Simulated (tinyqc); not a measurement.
Inside a calculation: thresholds of impact ionisation and Auger recombination from band masses. Values are carried at full precision from step to step, so a last printed digit may differ when a step is redone from the rounded ones.

Parabolic bands, no phonon. At threshold the three slow carriers share one velocity. With M their total mass and m4 the mass of the fast carrier, the fast carrier has the kinetic energy E_T = G M/(M - m4) and the slow ones together E_a = G m4/(M - m4), the activation energy of the Auger rate. CCCH (fast electron): G = Eg, M = 2 me + mh, m4 = me. CHHS (hole into the split-off band): G = Eg - Dso, M = 2 mh + me, m4 = ms; this form holds for Eg > Dso (below, the process needs about Dso - Eg and is marked by a dash). CHHL (hole into the light band): G = Eg, M = 2 mh + me, m4 = ml. CHHH (fast heavy hole): G = Eg, M = 2 mh + me, m4 = mh.

Constants: kB = 8.617333262e-05 eV/K; hbar^2/2m0 = 3.80998211 eV angstrom^2.

Values chosen for the exercise (near those of InSb, gap at low temperature and not tied to T; shifted at random, so the results belong to these values and not to a real crystal): Eg = 0.235 eV (gap at Gamma to the s-like level); Dso = 0.788 eV (spin-orbit splitting); me = 0.0137 m0 (electron mass at Gamma); mh = 0.44 m0 (heavy-hole mass); ms = 0.118 m0 (split-off mass); ml = 0.0152 m0 (light-hole mass); T = 400 K (temperature).

## Thresholds of four processes

Give G, M, m4, E_T, E_a and E_a/kT.

Results:

| process | G (eV) | M | m4 | E_T (eV) | E_a (eV) | E_a/kT |
|---|---|---|---|---|---|---|
| CCCH | 0.2350 | 0.4674 | 0.0137 | 0.2421 | 0.0071 | 0.21 |
| CHHS | -0.5530 | 0.8937 | 0.1180 | - | - | - |
| CHHL | 0.2350 | 0.8937 | 0.0152 | 0.2391 | 0.0041 | 0.12 |
| CHHH | 0.2350 | 0.8937 | 0.4400 | 0.4629 | 0.2279 | 6.61 |

The lowest activation energy is that of CHHL (4 meV), then CCCH (7 meV). At equal G a light fast carrier takes up the energy with little momentum, so little is asked of the slow ones; CHHH asks 0.97 Eg. For equal masses E_T would be 3/2 Eg; for electrons here it is 1.030 Eg.

## Momenta at the CCCH threshold

At the threshold of the parabolic CCCH process the fast electron has E_T = Eg M/(M - me), M = 2 me + mh, and the slow carriers E_a = E_T - Eg together. It has k4 = sqrt(me E_T/c), c = hbar^2/2m0; the slow carriers share k4 in proportion to their masses. Give the wave vectors and kinetic energies, and check that they add up to E_a.

k4 = 0.02950 1/angstrom

electron, electron, hole (1/angstrom): 0.00086  0.00086  0.02778

their kinetic energies (meV): 0.21  0.21  6.68

sum = 7.10 meV

The hole carries 94 % of the momentum and of the energy of the slow carriers.

## Non-parabolicity raises the threshold

Non-parabolic fast electron: E (1 + alpha E) = c k^2/me with alpha = (1 - me)^2/Eg; the slow carriers stay parabolic, so E_T = Eg + me E_T (1 + alpha E_T)/M, M = 2 me + mh (the root between Eg and 1.9 Eg).

Give alpha, E_T, E_a = E_T - Eg and k4.

alpha = 4.1395 1/eV
E_T = 0.2499 eV
E_a = 0.0149 eV
k4 = 0.04276 1/angstrom

E_a is 2.10 times the parabolic value, since an electron at E_T above the edge has 1 + alpha E_T = 2.03 times the squared momentum, and E_T itself is 1.03 times higher.

## Temperature dependence

For non-degenerate carriers at fixed densities the Auger coefficient goes as exp(-E_a/kT), up to slowly varying powers of T. Give exp(-E_a/kT) for the parabolic and the non-parabolic CCCH value, and the characteristic temperature T0 = kT^2/E_a of each.

Boltzmann factors: 0.8139  0.6490

T0 (K): 1943  925

Non-parabolicity lowers the factor by 1.3 times; direct CCCH stays open at this temperature.

## Checks

- Largest energy that an electron at k4 can give to a pair, by numerical search, against Eg (eV): both 0.2350.

Run: tinyqc, `OMP_NUM_THREADS=1 python tinyqc.py 1881132 1881133 out.jsonl`; Intel(R) Xeon(R) Processor @ 2.30GHz, one thread, shared host; about 0.01 s of CPU time with all checks.
